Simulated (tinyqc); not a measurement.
## Gate sheet resistance from two finger widths

Problem. At low frequency R = Rsh Wf/(3 L) + B/Wf, where B collects the channel and vertical terms. Find Rsh, B and the width of lowest R.

Inputs (values chosen for the exercise): channel length L = 0.42 um.

input resistance of single fingers, contacted at one end, of width 0.66 and 6.1 um (ohm): [64.779221, 169.68514]

Answer. R Wf is a straight line in Wf^2; the minimum of R lies where both terms are equal.

Rsh = 34.0 ohm/square
B = 31.0 ohm um
width of lowest R = 1.07 um

tinyqc, about 0.01 s, one thread, Intel Xeon 2.30GHz (shared host): `OMP_NUM_THREADS=1 python tinyqc.py 2262044 2262045 out.jsonl`
